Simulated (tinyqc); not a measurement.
Worked calculation: complex band structure along [001] in sp3s* tight binding. Values are carried at full precision from step to step, so a last printed digit may differ when a step is redone from the rounded ones.

For k = (0, 0, kz) the phase sums are g0 = cos(phi) and g3 = i sin(phi), phi = kz a/4, and the s, pz, s* orbitals of anion (a) and cation (c) decouple from px, py. With z = exp(i phi), H(z) = H0 + z T + T^T/z for any complex z. H0 is diagonal (Esa, Epa, Exa, Esc, Epc, Exc). The anion-cation block is B(z) = z U + W/z and the cation-anion block z W^T + U^T/z, where U has Vss/2 (s,s), Vsapc/2 (s,z), -Vscpa/2 (z,s), Vxx/2 (z,z), Vxapc/2 (s*,z), -Vpaxc/2 (z,s*), and W has the same values with the s-z and s*-z signs reversed. |z| = 1 is a band state, |z| < 1 decays along [001] as exp(-kappa d) over a distance d, kappa = -(4/a) ln|z|. No spin-orbit coupling.

Constants: hbar^2/2m0 = 3.80998211 eV angstrom^2.

Parameters, chosen for this exercise (out of a larger set: near a published set for GaSb, fitted to gaps, whose masses and valley positions are rough (light masses up to twice too heavy); not measured data): p = (-7.405, 0.851, -3.92, 2.917, 6.639, 6.001, -6.212, 1.583, 4.153, 4.909, 4.682, 4.935, 4.178) eV (order Esa, Epa, Esc, Epc, Exa, Exc, Vss, Vxx, Vxy, Vsapc, Vscpa, Vxapc, Vpaxc); dE = 0.57 eV (E - Ev); a = 6.092 angstrom (lattice constant).

## The layer matrices

Parameters in the order Esa, Epa, Esc, Epc, Exa, Exc, Vss, Vxx, Vxy, Vsapc, Vscpa, Vxapc, Vpaxc. Form H0 and T.

diagonal of H0 (eV): sa -7.4050, za 0.8510, s*a 6.6390, sc -3.9200, zc 2.9170, s*c 6.0010

T (eV), rows sa, za, s*a, sc, zc, s*c and columns alike:
```
[[0.0000, 0.0000, 0.0000, -3.1060, 2.4545, 0.0000],
 [0.0000, 0.0000, 0.0000, -2.3410, 0.7915, -2.0890],
 [0.0000, 0.0000, 0.0000, 0.0000, 2.4675, 0.0000],
 [-3.1060, 2.3410, 0.0000, 0.0000, 0.0000, 0.0000],
 [-2.4545, 0.7915, -2.4675, 0.0000, 0.0000, 0.0000],
 [0.0000, 2.0890, 0.0000, 0.0000, 0.0000, 0.0000]]
```

## Edges at Gamma

At z = 1 the levels follow from the blocks [[Esa, Vss], [Vss, Esc]] and [[Epa, Vxx], [Vxx, Epc]]: Ev is the lower p root, and the direct gap ends at the lower of the upper roots.

Ev = -0.0062 eV
EG (direct gap) = 0.7955 eV

## Complex wave vectors at one energy in the gap

Solve det(H0 - E + z T + T^T/z) = 0 with E = Ev + dE, as the linear problem [[0, 1], [-T^T, E - H0]] x = z [[1, 0], [0, T]] x. Roots come as z, -z, 1/z and conjugates; list those with 0 < |z| < 1 and Re z, Im z >= 0, by falling |z|. Re kz = arg(z)/(pi/2) in units of 2 pi/a, kappa = -(4/a) ln|z|.

Decaying roots:
```
Re z      Im z     |z|  Re kz (2 pi/a)  kappa (1/angstrom)
0.9246  0.0000  0.9246          0.0000              0.0515
0.1437  0.5423  0.5610          0.8351              0.3795
```

The slowest root has kappa = 0.0515 1/angstrom at Re kz = 0.000: a purely imaginary k at Gamma. The probability falls by exp(-2 kappa d), a factor 2.8 over 1 nm.

## The px, py block

For px and py the determinant gives (E - Epa)(E - Epc) = Vxx^2 cos^2(phi) + Vxy^2 sin^2(phi). With phi = i kappa a/4 this is sinh^2(kappa a/4) = ((E - Epa)(E - Epc) - Vxx^2)/(Vxx^2 - Vxy^2), E = Ev + dE. Parameters in the order Esa, Epa, Esc, Epc, Exa, Exc, Vss, Vxx, Vxy, Vsapc, Vscpa, Vxapc, Vpaxc.

sinh^2(kappa a/4) = 0.12414
kappa of the heavy-hole branch = 0.2268 1/angstrom

This branch decays faster than the slowest root of the s-pz block (0.0515), by a factor 4.40 in kappa.

## Band-edge masses of the same block

From the real bands: m/m0 = c h^2/|E(h) - E(0)| with kz = h = 0.001 1/angstrom for level 2 (light hole) and level 3 (electron) of the 6 x 6 matrix; c = hbar^2/2m0.

masses of this model, from the curvature at Gamma (m0): m_lh 0.0546, m_e 0.0671

These are masses of the nearest-neighbour model without spin-orbit coupling, which is fitted to gaps and often gives the electron too heavy.

## Checks

- Largest distance of a level of the 6 x 6 block at kz = 0.37 (2 pi/a) from a level of the full matrix, against zero (eV): both 0.000000.
- Kappa 0.1 meV above Ev against sqrt(m_lh E/c): both 0.001197.

Run: tinyqc, `OMP_NUM_THREADS=1 python tinyqc.py 1452434 1452435 out.jsonl`; Intel(R) Xeon(R) Processor @ 2.30GHz, one thread, shared host; about 0.01 s of CPU time with all checks.
